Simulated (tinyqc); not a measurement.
A square-lattice strip 3 sites wide, recursive Green functions: one step of the calculation.

The device has N = 3 slices of 3 site(s), nearest-neighbour hopping -t, and site energies U; the leads are semi-infinite continuations with site energy 0. V = <i+1|H|i> = -t 1.

Question. Self-energy of the leads. Transverse modes n = 1..3: chi_n(j) = sqrt(2/4) sin(pi n j/4), energy e_n = -2 t cos(pi n/4). Sigma = t^2 sum_n chi_n chi_n^T g(E - e_n), g(x) = (x - i sqrt(4 t^2 - x^2))/(2 t^2) for |x| < 2 t and (x - sign(x) sqrt(x^2 - 4 t^2))/(2 t^2) otherwise; Gamma = i (Sigma - Sigma^dagger); both leads give the same.

Inputs (values chosen for the exercise): hopping (matrix element -t) t = 1 eV; energy E = -2.43 eV.

Give: Sigma; Gamma; open modes.

Answer.

Sigma (eV):
```
[[-0.4596-0.2154i, -0.0804-0.3046i, 0.0653-0.2154i],
 [-0.0804-0.3046i, -0.3943-0.4307i, -0.0804-0.3046i],
 [0.0653-0.2154i, -0.0804-0.3046i, -0.4596-0.2154i]]
```

Gamma (eV):
```
[[0.4307, 0.6091, 0.4307],
 [0.6091, 0.8614, 0.6091],
 [0.4307, 0.6091, 0.4307]]
```

open modes = 1

Program tinyqc, `OMP_NUM_THREADS=1 python tinyqc.py 2660009 2660010 out.jsonl`; Intel Xeon 2.30GHz, shared host, one thread, about 0.01 s.
